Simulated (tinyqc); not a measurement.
What each parameter does: three-level Kane dispersion of a narrow-gap semiconductor.

Zero of energy at Gamma8, c = hbar^2/2m0, P^2 = Ep c. The free-electron term and remote bands are left out, so the heavy holes are flat at E = 0 and the other three bands obey E (E - Eg)(E + Dso) = P^2 k^2 (E + 2 Dso/3). The conduction band is the highest root; its edge is Ec = max(Eg, 0).

Degenerate electrons at T = 0: kF = (3 pi^2 n)^(1/3), 1 cm^-3 = 1e-24 angstrom^-3; EF is the highest root at kF. The momentum (cyclotron, optical) mass is m(E) = hbar^2 k/(dE/dk) = c d(k^2)/dE with d(k^2)/dE = k^2 [1/E + 1/(E - Eg) + 1/(E + Dso) - 1/(E + 2 Dso/3)]; the density of states is k d(k^2)/dE/(2 pi^2).

Edge mass m0* = 3 |Eg|/(2 Ep).
Constants: hbar^2/2m0 = 3.80998211 eV angstrom^2.

Inputs chosen for the exercise (near those of grey Sn; shifted at random, so the results belong to these values and not to a real crystal):
- Eg = -0.413 eV (E(Gamma6) - E(Gamma8))
- Dso = 0.8 eV (spin-orbit splitting)
- Ep = 23.3 eV (Kane energy)
- n = 1.3e+17 cm^-3 (electron density)

Edge mass, EF - Ec and m(EF).

Results for these values:

| case | m0* (m0) | EF - Ec (meV) | m(EF) (m0) |
|---|---|---|---|
| base | 0.02659 | 33.22 | 0.02973 |

What happens to each result for Eg = -0.351 eV, all else kept?

Answer: m0* falls from 0.02659 to 0.02260; EF - Ec rises from 33.22 to 38.20; m(EF) falls from 0.02973 to 0.02638.

The same for each parameter in turn:

| case | m0* (m0) | EF - Ec (meV) | m(EF) (m0) |
|---|---|---|---|
| base | 0.02659 | 33.22 | 0.02973 |
| n = 2.6e+17 cm^-3 | 0.02659 | 51.20 | 0.03142 |
| Eg = -0.351 eV | 0.02260 | 38.20 | 0.02638 |
| Dso = 0.92 eV | 0.02659 | 33.15 | 0.02986 |
| Ep = 19.805 eV | 0.03128 | 28.47 | 0.03445 |

Computed by tinyqc, a small Python program: `OMP_NUM_THREADS=1 python tinyqc.py 1050135 1050136 out.jsonl` (the numbers bound the seed that draws the inputs); one thread of a shared host (Intel(R) Xeon(R) Processor @ 2.30GHz), about 0.01 s for the whole set of steps.
